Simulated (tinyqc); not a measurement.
Velocity overshoot from momentum and energy balance equations after a field step: one step, computed by the program tinyqc.

At t = 0 the field jumps from 0 to F in a uniform sample. v is the drift velocity and u = w - (3/2) k_B T the excess energy per carrier.

Task: Constants and steady state. dv/dt = e F/m - v/tau_m(u), du/dt = e F v - u/tau_E, tau_m(u) = tau_0/(1 + c u), tau_0 = m mu_0/e, c = mu_0/(e tau_E v_s^2); this choice gives the steady state v (1 + mu_0 F v/v_s^2) = mu_0 F, which saturates at v_s. Steady velocity v = 2 mu_0 F/(1 + sqrt(1 + 4 (mu_0 F/v_s)^2)); u = e F v tau_E; carrier temperature T + 2u/(3 k_B), neglecting the drift energy m v^2/2.

Inputs (values chosen for the exercise, modelled on electrons in silicon except for tau_E):
```
quantity                      value        unit
effective mass m               0.26         m_0
low-field mobility mu_0        1400  cm^2/(V s)
saturation velocity v_s        0.94    1e7 cm/s
energy relaxation time tau_E   0.29          ps
field after the step F          9.3       kV/cm
lattice temperature T           300           K
```

Scheme: explicit Euler.

Constants: m_0 = 9.1093837015e-31 kg; e = 1.602176634e-19 C; k_B = 8.617333262e-05 eV/K.

Give: tau_0; c; acceleration e F/m; steady velocity; steady excess energy; steady carrier temperature.

Result:

tau_0 = 207.0 fs

c = 54.64 1/eV

acceleration e F/m = 0.006291 1e7 cm/s per fs

steady velocity = 0.6600 1e7 cm/s

steady excess energy = 0.01780 eV

steady carrier temperature = 437.7 K

tau_E/tau_0 = 1.40, and in the steady state tau_m has shrunk to 104.9 fs.
